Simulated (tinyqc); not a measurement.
Fermi-Dirac statistics of conduction electrons, step by step. Values are carried at full precision from step to step, so a last printed digit may differ when a step is redone from the rounded ones.

Constants: hbar^2/2m0 = 3.80998211 eV angstrom^2; kB = 8.617333262e-05 eV/K; e^2/(4 pi eps0) = 14.39964547 eV angstrom.

Values chosen for the exercise (near those of Ge, lowest valleys alone; not measured data): m = 0.5568 m0 (density-of-states mass of the conduction band); T = 300 K; n = 3.2e+18 1/cm^3 (electron density); eps = 15.6 (static dielectric constant); alpha = 0.66 1/eV (non-parabolicity).

## Reduced density

N = 2 (m kB T/(4 pi c))^(3/2) with c = hbar^2/2m0, in 1/angstrom^3; times 1e24 for 1/cm^3; u = n/Nc.

kT = 0.025852 eV
Nc = 1.0426e+19 1/cm^3
u = n/Nc = 0.3069228

## Reduced Fermi level by five rules

F_j(eta) = (1/Gamma(j + 1)) integral_0^infinity x^j dx/(1 + exp(x - eta)), which tends to exp(eta) for eta << 0.

With u = n/Nc: Boltzmann eta = ln u; Joyce-Dixon eta = ln u + u/sqrt(8) - 4.95009e-3 u^2 + 1.48386e-4 u^3 - 4.42563e-6 u^4; Nilsson eta = ln u/(1 - u^2) + v/(1 + (0.24 + 1.08 v)^-2) with v = (3 sqrt(pi) u/4)^(2/3); fully degenerate limit eta = v; exact: F_1/2(eta) = u.

Find eta = (EF - Ec)/kT by each rule.

eta: Boltzmann -1.181, Joyce-Dixon -1.073, Nilsson -1.078, degenerate 0.550, exact -1.073

Against the exact value the errors are Boltzmann -0.108, Joyce-Dixon 0.000, Nilsson -0.005, degenerate limit +1.623 (in kT).

## Exact eta by Newton steps

Solve ln F_1/2(eta) = ln u from the Boltzmann value; dF_1/2/d eta = F_-1/2, so the step is -ln(F_1/2/u) F_1/2/F_-1/2. Stop below 1e-9.

Newton steps:
```
step        eta     F_1/2    F_-1/2  step taken
1     -1.181159  0.278270  0.253520       0.108
2     -1.073588  0.306790  0.276999    0.000481
3     -1.073108  0.306923  0.277108    1.00e-08
4     -1.073108  0.306923  0.277108           0
```

Converged in 4 steps.

## Mean energy, Einstein relation and screening

eta = -1.07311

Mean kinetic energy <E> = (3/2) kT F_3/2/F_1/2; D/mu = (kT/e) F_1/2/F_-1/2; dn/dEF = (Nc/kT) F_-1/2; screening length L = (4 pi (e^2/(4 pi eps0)) (dn/dEF)/eps)^(-1/2), with dn/dEF in 1/(angstrom^3 eV) (1/cm^3 = 1e-24/angstrom^3).

F_-1/2, F_1/2, F_3/2: 0.2771  0.3069  0.3235

<E> = 40.87 meV
D/mu = 28.63 mV
dn/dEF = 1.118e+20 1/(cm^3 eV)
L = 27.77 angstrom

EF lies within 2 kT of the edge. D/mu is 1.108 times kT/e and <E> is 1.054 times (3/2) kT; the Debye formula, with n/kT in place of dn/dEF, would give L = 26.39 angstrom.

## Fermi level in the non-parabolic band

Non-parabolic band E (1 + alpha E) = c k^2/m: n = Nc (2/sqrt(pi)) integral_0^infinity sqrt(x (1 + a x)) (1 + 2 a x) dx/(1 + exp(x - eta)) with a = alpha kT and eta = (EF - Ec)/kT; a = 0 gives n = Nc F_1/2(eta).

Solve for eta at the same n.

a = 0.01706
eta = -1.146
EF - Ec = -29.63 meV

The extra states lower EF by 1.88 meV against the parabolic band.

## Checks

- Non-parabolic integral at a = 0 against F_1/2(2): both 2.823721.
- F_1/2(40) against the Sommerfeld form (4/(3 sqrt(pi))) eta^(3/2) (1 + pi^2/(8 eta^2)): both 190.45.

Run: tinyqc, `OMP_NUM_THREADS=1 python tinyqc.py 1652057 1652058 out.jsonl`; Intel(R) Xeon(R) Processor @ 2.30GHz, one thread, shared host; about 0.01 s of CPU time with all checks.
